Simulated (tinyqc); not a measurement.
# Worked calculation: absorption edge of a degenerate semiconductor, band filling against gap narrowing

Computed by the program tinyqc: `OMP_NUM_THREADS=1 python tinyqc.py 2330113 2330114 out.jsonl`, one thread of a shared Intel Xeon 2.30GHz, about 0.01 s for the whole run. Printed values are rounded.

n-type, parabolic bands, full ionisation. eta = (EF - Ec)/kB T solves N = Nc F12(eta), F12(x) = (2/sqrt(pi)) int_0^infinity sqrt(u)/(1 + exp(u - x)) du. The gap shrinks rigidly by dEg = a3 y^(1/3) + a4 y^(1/4) + a2 y^(1/2), y = N/1e18 cm^-3, an empirical law that is here taken as the true narrowing.

Values chosen for this exercise; band and dielectric values close to those of gallium nitride:
- T = 250 K (temperature)
- Eg = 3.4 eV (band gap)
- Nc = 1.67e18 cm^-3 (conduction-band density of states at 250 K, from me)
- me = 0.197 m0 (electron mass)
- mh = 1.02 m0 (hole mass)
- N = 4.7e19 cm^-3 (ionised donor density)
- a3 = 18.3 meV (coefficient of (N/1e18)^(1/3))
- a4 = 6.7 meV (coefficient of (N/1e18)^(1/4))
- a2 = 3.4 meV (coefficient of (N/1e18)^(1/2))

Constants: q = 1.602176634e-19 C, kB = 1.380649e-23 J/K, h = 6.62607015e-34 J s, c = 299792458 m/s, Vt = kB T/q. Results are converted to the units shown.

Range of the model: Band tails, non-parabolic bands and incomplete ionisation are left out.

## Iteration 1: Fermi level

eta at the start (Boltzmann value) = 3.3373

Newton step on ln F12(eta) = ln(N/Nc): eta(new) = eta - ln(Nc F12/N) F12/Fm, Fm(x) = dF12/dx = (1/sqrt(pi)) int_0^infinity u^(-1/2)/(1 + exp(u - x)) du.

F12 = 5.13281
Fm = 1.97151
eta after iteration 1 = 7.76760

## Course of the iteration

Stop when eta changes by less than 1e-9.

Course of the iteration:

| iteration | eta | change |
|---|---|---|
| 1 | 7.76760 | 4.43 |
| 2 | 10.5716 | 2.80 |
| 3 | 11.0987 | 0.527 |
| 4 | 11.1116 | 0.0129 |
| 5 | 11.1116 | 7.35e-6 |
| 6 | 11.1116 | 2.36e-12 |

Converged in 6 iterations.

## The optical edge

converged eta = 11.1116

Vertical transitions need an empty final state: the edge is taken where the state lies 4 kB T below EF, E_opt = Eg - dEg + (1 + me/mh) max(eta - 4, 0) kB T; wavelength h c/(q E_opt).

dEg = 106.894 meV
EF - Ec = 239.382 meV
filling shift = 182.798 meV
E_opt = 3.47590 eV
wavelength = 356.696 nm

The edge lies 75.9 meV above the undoped gap: filling outweighs narrowing.
